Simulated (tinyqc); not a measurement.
# Resistance of a source-drain extension with a graded tip: what changes with what

y runs along the channel, the gate covers y > 0. The doping is N0 for y < y0 and N0 10^(-(y - y0)/la) beyond, uniform over the depth xj. Sheet conductance s(y) = q mu(N) max(N - Nch, 0) xj + (for y > 0) ma Cox Vo, with mu(N) = u0 + (u1 - u0)/(1 + (N/Nr)^au) and Cox = eps0 eox/tox. Current is taken as one-dimensional; depletion of the tip, spreading and the contact are left out. The metallurgical junction lies at yj, where N = Nch.

Values chosen for this exercise; mobility law close to that of electrons in silicon: relative permittivity of the gate insulator (close to silicon dioxide) eox = 3.9; insulator thickness tox = 2.1 nm; active doping of the extension far from the gate N0 = 2.2e20 cm^-3; lateral abruptness la = 6.1 nm/decade; position under the gate where the fall begins (gate edge at 0) y0 = 3.3 nm; depth of the extension xj = 21 nm; channel doping Nch = 2.2e18 cm^-3; spacer length Ls = 14 nm; gate overdrive Vo = 0.46 V; mobility of the gate-induced layer ma = 130 cm^2/(V s); mobility at low doping u1 = 1414 cm^2/(V s); mobility at high doping u0 = 68.5 cm^2/(V s); reference doping Nr = 9.2e16 cm^-3; exponent au = 0.711; gate length Lg = 90 nm.

Constants: q = 1.602176634e-19 C, eps0 = 8.8541878128e-14 F/cm where lengths are in cm. Results are converted to the units shown.

Each table varies one quantity; the others keep the values above.

## Abruptness at a fixed junction position

R_spacer = integral of dy/s from -Ls to 0, R_ov from 0 to yj, R_channel = (Lg - 2 yj)/(ma Cox Vo), R_total = 2 R_spacer + 2 R_ov + R_channel. Electrical length L_eff = ma Cox dR_total/d(1/Vo); R_series = R_total - L_eff/(ma Cox Vo). y0 is moved with la so that yj stays at 15.500 nm.

The same in every row: yj (nm) = 15.50; R_channel (ohm um) = 600.0.

Result of one run:
```
la (nm/decade)  R_spacer (ohm um)  R_ov (ohm um)  R_total (ohm um)  L_eff (nm)  R_series (ohm um)
3.6                         2.588          17.97             641.1       60.49              25.99
```

What becomes of these results when the lateral abruptness la is changed from 3.6 to 1 nm/decade, all else the same?

Result of the changed run:
```
la (nm/decade)  R_spacer (ohm um)  R_ov (ohm um)  R_total (ohm um)  L_eff (nm)  R_series (ohm um)
1                           2.588          7.024             619.2       59.42              14.95
```

The whole series:
```
la (nm/decade)  R_spacer (ohm um)  R_ov (ohm um)  R_total (ohm um)  L_eff (nm)  R_series (ohm um)
1                           2.588          7.024             619.2       59.42              14.95
2.3                         2.588          12.50             630.2       59.95              20.47
3.6                         2.588          17.97             641.1       60.49              25.99
4.9                         2.588          23.44             652.1       61.02              31.52
6.1                         2.588          28.49             662.2       61.51              36.61
7.4                         2.588          33.97             673.1       62.05              42.13
8.7                         2.688          39.35             684.1       62.58              47.67
10                          3.173          44.36             695.1       63.11              53.30
```

As la goes from 1 to 10 nm/decade, R_total rises from 619 to 695 ohm um, R_spacer rises from 2.59 to 3.17 ohm um and R_ov rises from 7.02 to 44.4 ohm um. R_total changes on average by 8.43 ohm um for each nm/decade. L_eff exceeds the metallurgical length by 0.420 nm in the first row and 4.11 nm in the last, since the gate also controls the lightly doped tips.

## Effect of the gate overdrive

Same model as above.

The same in every row: yj (nm) = 15.50; R_spacer (ohm um) = 2.588.

Effect of the gate overdrive:
```
Vo (V)  R_ov (ohm um)  R_channel (ohm um)  R_total (ohm um)  L_eff (nm)  R_series (ohm um)
0.15            44.47                1840              1934       60.00              63.07
0.3             34.22               920.0             993.6       60.79              45.67
0.45            28.78               613.3             676.1       61.47              37.04
0.6             25.21               460.0             515.6       62.07              31.68
0.75            22.62               368.0             418.4       62.60              27.97
0.9             20.63               306.7             353.1       63.08              25.22
1.05            19.04               262.9             306.1       63.53              23.08
1.2             17.72               230.0             270.6       63.93              21.38
```

What does the table show?

As Vo goes from 0.15 to 1.2, R_total falls from 1930 to 271 ohm um, L_eff rises from 60.0 to 63.9 nm and R_series falls from 63.1 to 21.4 ohm um. Both extracted quantities depend on the overdrive at which they are taken.

Computed by the program tinyqc: `OMP_NUM_THREADS=1 python tinyqc.py 2282014 2282015 out.jsonl`, one thread of a shared Intel Xeon 2.30GHz, about 0.06 s for the whole run.
